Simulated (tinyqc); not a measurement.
Interdiffusion of a quantum well during annealing: blurred potential and shift of the confined levels: one step, computed by the program tinyqc. Command: `OMP_NUM_THREADS=1 python tinyqc.py 3003461 3003462 out.jsonl qwi walk`. One thread of a shared host (Intel(R) Xeon(R) Processor @ 2.30GHz), about 0.06 s of CPU time with the checks.

A square well of width w is blurred by Fick diffusion with a constant coefficient; band offsets are linear in composition, masses are uniform, and strain and excitons are ignored.

Task: Diffusion length. D = D0 exp(-E/(k_B T)); L = sqrt(D t); share of well material at the centre erf(w/(4L)); 1 nm = 1e-7 cm. Temperatures in kelvin are T(C) + 273.15.

Inputs (values chosen for the exercise, modelled on SiGe in silicon (holes and electrons as a model)):
```
quantity,value,unit
well width w,2.5,nm
prefactor D0,0.23,cm^2/s
activation energy E,4.07,eV
anneal temperature T,910,C
anneal time t,640,s
```

Constants: k_B = 8.617333262e-05 eV/K.

Give: diffusivity D; diffusion length L; ratio L/w; share at the centre.

Result:

diffusivity D = 1.059e-18 cm^2/s

diffusion length L = 0.2604 nm

ratio L/w = 0.1042

share at the centre = 0.9993
